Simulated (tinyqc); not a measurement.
Pariser-Parr-Pople SCF with singles CI, for the molecule O=c1c(O)ccccc1F (SMILES; centres numbered as the heavy atoms are written), step by step. One step of it, computed by the program tinyqc.

Task: Iteration 1: orbitals and new P. Diagonalise F (the basis is taken as orthonormal) and form P = 2 sum c c over the lowest orbitals.

F (eV), order 1O, 2C, 3C, 4O, 5C, 6C, 7C, 8C, 9C, 10F:
```
[[-1.737922, -2.877373, 0.248630, -0.036462, -0.174109, -0.162737, -0.162998, -0.175759, 0.244902, -0.024313],
 [-2.877373, 0.262871, -3.169549, 0.092168, 0.580683, 0.428288, 0.428275, 0.583139, -3.156622, 0.061457],
 [0.248630, -3.169549, -3.207638, -2.429225, -4.256908, -0.438406, -0.155292, -0.033272, 0.280128, -0.022639],
 [-0.036462, 0.092168, -2.429225, -7.824864, 0.206402, 0.063413, 0.021837, 0.002773, -0.033528, 0.002814],
 [-0.174109, 0.580683, -4.256908, 0.206402, -7.755506, -3.011994, -0.332946, -0.337345, -0.030307, 0.001754],
 [-0.162737, 0.428288, -0.438406, 0.063413, -3.011994, -11.133491, -2.715109, -0.328725, -0.151214, 0.013755],
 [-0.162998, 0.428275, -0.155292, 0.021837, -0.332946, -2.715109, -11.144371, -2.996593, -0.430943, 0.040652],
 [-0.175759, 0.583139, -0.033272, 0.002773, -0.337345, -0.328725, -2.996593, -7.754996, -4.246822, 0.141622],
 [0.244902, -3.156622, 0.280128, -0.033528, -0.030307, -0.151214, -0.430943, -4.246822, -3.199070, -2.225845],
 [-0.024313, 0.061457, -0.022639, 0.002814, 0.001754, 0.013755, 0.040652, 0.141622, -2.225845, -13.879420]]
```

pi electrons, sum of z_r less the charge = 12

Give: orbital energies; P after iteration 1.

Result:

orbital energies (eV): [-15.8923, -14.3896, -11.8559, -9.6425, -7.9673, -6.5196, -4.7294, -1.4876, -0.1826, 5.2925]

P after iteration 1, order 1O, 2C, 3C, 4O, 5C, 6C, 7C, 8C, 9C, 10F:
```
[[0.0130, 0.0399, 0.0588, 0.0234, 0.0670, -0.0172, -0.0439, 0.0907, 0.0718, -0.0116],
 [0.0399, 0.1320, 0.1994, 0.1261, 0.1849, -0.1435, -0.1887, 0.2352, 0.2086, 0.0118],
 [0.0588, 0.1994, 0.7175, 0.4316, 0.8094, -0.1869, 0.0214, -0.0104, 0.0129, -0.0036],
 [0.0234, 0.1261, 0.4316, 1.8319, -0.3085, 0.0813, 0.0214, -0.0529, 0.0134, -0.0069],
 [0.0670, 0.1849, 0.8094, -0.3085, 1.4299, 0.1486, 0.0245, -0.0530, -0.0275, -0.0025],
 [-0.0172, -0.1435, -0.1869, 0.0813, 0.1486, 1.9559, -0.0120, 0.0108, 0.0386, -0.0024],
 [-0.0439, -0.1887, 0.0214, 0.0214, 0.0245, -0.0120, 1.9338, 0.1968, -0.2196, 0.0427],
 [0.0907, 0.2352, -0.0104, -0.0529, -0.0530, 0.0108, 0.1968, 1.3314, 0.8705, -0.1561],
 [0.0718, 0.2086, 0.0129, 0.0134, -0.0275, 0.0386, -0.2196, 0.8705, 0.6926, 0.2197],
 [-0.0116, 0.0118, -0.0036, -0.0069, -0.0025, -0.0024, 0.0427, -0.1561, 0.2197, 1.9619]]
```
